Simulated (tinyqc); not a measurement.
# Changing the temperature T

Model: thermal boundary conductance by the acoustic and diffuse mismatch models. Computed by tinyqc, a small Python program. Command: `OMP_NUM_THREADS=1 python tinyqc.py 3013419 3013420 out.jsonl kapitza sweep`. One thread of a shared host (Intel(R) Xeon(R) Processor @ 2.30GHz), about 0.02 s of CPU time with the checks.

Each side has one longitudinal and two transverse Debye branches, omega = v q up to q_D = (6 pi^2 n)^(1/3), with n counting all atoms. Scattering at the interface is elastic. Electrons are left out of G, also for metals. Melting is ignored. G refers to the temperatures of the phonons sent towards the interface. Linear branches over all atoms overstate G at high T, most for crystals with several atoms a cell.

Inputs (values chosen for the exercise, for two model solids):

| quantity | value | unit |
|---|---|---|
| density rho_1 | 2.32 | g/cm^3 |
| longitudinal velocity vL_1 | 4970 | m/s |
| transverse velocity vT_1 | 2380 | m/s |
| atom density n_1 | 116 | 1/nm^3 |
| conductivity kappa_1 | 215 | W/(m K) |
| density rho_2 | 6.97 | g/cm^3 |
| longitudinal velocity vL_2 | 6670 | m/s |
| transverse velocity vT_2 | 3480 | m/s |
| atom density n_2 | 64.4 | 1/nm^3 |
| conductivity kappa_2 | 19.1 | W/(m K) |
| thickness d_1 | 8.4 | nm |
| thickness d_2 | 25 | nm |
| heat flux J | 0.66 | kW/cm^2 |

Structure: superlattice.

Constants: hbar = 1.054571817e-34 J s; k_B = 1.380649e-23 J/K.

Method:
- omega_c = v q_D for each branch, given as hbar omega_c/k_B; impedance Z = rho v.
- No mode conversion. t(theta) = 4 Z_1 Z_2 cos(theta_1) cos(theta_2)/N^2, with N = Z_2 cos(theta_1) + Z_1 cos(theta_2) for L (the form for pressure waves) and N = Z_1 cos(theta_1) + Z_2 cos(theta_2) for both T branches (the form for shear waves polarised along the interface); sin(theta_2) = (v_2/v_1) sin(theta_1), and t = 0 beyond the critical angle arcsin(v_1/v_2); the mean over the incoming flux is alpha = 2 int t sin(theta_1) cos(theta_1) d theta_1 (64 Gauss-Legendre points).
- G = (k_B^4 T^3/(8 pi^2 hbar^3)) int W(x) x^4 e^x/(e^x - 1)^2 dx, x = hbar omega/(k_B T). Acoustic mismatch: W = sum over the three branches of alpha(1 to 2)/v_1^2, each up to the lower of its two cut-offs. Diffuse mismatch: W = S_1 S_2/(S_1 + S_2), where S_i sums 1/v^2 over the branches of side i still below their cut-off. Radiation limit: W = min(S_1, S_2). The integral is split at the four cut-offs (64 Gauss-Legendre points a piece, x at most 45).
- Boundary resistance R = 1/G and Kapitza length kappa_2/G use the diffuse value.
- kappa_eff = (d_1 + d_2)/(d_1/kappa_1 + d_2/kappa_2 + 2 R), two interfaces a period, with bulk conductivities in the layers; the gradient is J/kappa_eff.

One run for each value:

| temperature T (K) | G, diffuse mismatch (MW/(m^2 K)) | G, acoustic mismatch (MW/(m^2 K)) | Kapitza length in side 2 (nm) | interface share of the resistance |
|---|---|---|---|---|
| 3.0 | 3.497e-02 | 3.610e-02 | 5.463e+05 | 1.0000 |
| 5.7 | 2.398e-01 | 2.476e-01 | 7.964e+04 | 0.9998 |
| 11.0 | 1.724e+00 | 1.779e+00 | 1.108e+04 | 0.9988 |
| 20.0 | 1.036e+01 | 1.069e+01 | 1.844e+03 | 0.9931 |
| 38.0 | 6.839e+01 | 7.016e+01 | 2.793e+02 | 0.9559 |
| 71.0 | 2.954e+02 | 2.899e+02 | 6.466e+01 | 0.8340 |
| 130.0 | 6.944e+02 | 6.427e+02 | 2.751e+01 | 0.6812 |
| 250.0 | 1.099e+03 | 9.830e+02 | 1.737e+01 | 0.5744 |
| 480.0 | 1.299e+03 | 1.149e+03 | 1.470e+01 | 0.5331 |
| 900.0 | 1.365e+03 | 1.203e+03 | 1.399e+01 | 0.5208 |

Over the rows, G, diffuse mismatch (MW/(m^2 K)) rises from 0.0350 to 1370 (exponent d ln y / d ln x 3.0 between the first rows and 0.078 between the last); G, acoustic mismatch (MW/(m^2 K)) rises from 0.0361 to 1200 (exponent d ln y / d ln x 3.0 between the first rows and 0.073 between the last); Kapitza length in side 2 (nm) falls from 546000 to 14.0 (exponent d ln y / d ln x -3.0 between the first rows and -0.078 between the last). At the low end the exponent of G, diffuse mismatch is 3.00, close to 3: the T^3 law of long waves. At the low end the exponent of G, acoustic mismatch is 3.00, close to 3: the T^3 law of long waves. G follows the heat capacity of the modes that both sides share: T^3 while only long waves are excited, flat once k_B T passes the shared cut-offs. The conductivities are held fixed here.

Caution (rows 3.00, 5.70, 11.0, 20.0, 38.0, 71.0, 130): kappa_2 is of room-temperature size, so the Kapitza length is only nominal at this T. Caution (rows 3.00, 5.70, 11.0, 20.0, 38.0, 71.0, 130): the conductivities are of room-temperature size; at this T real values can differ much and free paths can be long. Caution (all rows): R from emitted-phonon temperatures is too large for use in series with Fourier layers, by up to a factor of about 2. Caution (all rows): layers this thin are often below the phonon free path, where bulk conductivities and independent interfaces no longer hold. Caution (rows 250, 480, 900): at this temperature short waves carry the heat; linear branches up to q_D overstate their velocity, and inelastic processes, left out here, grow with T.
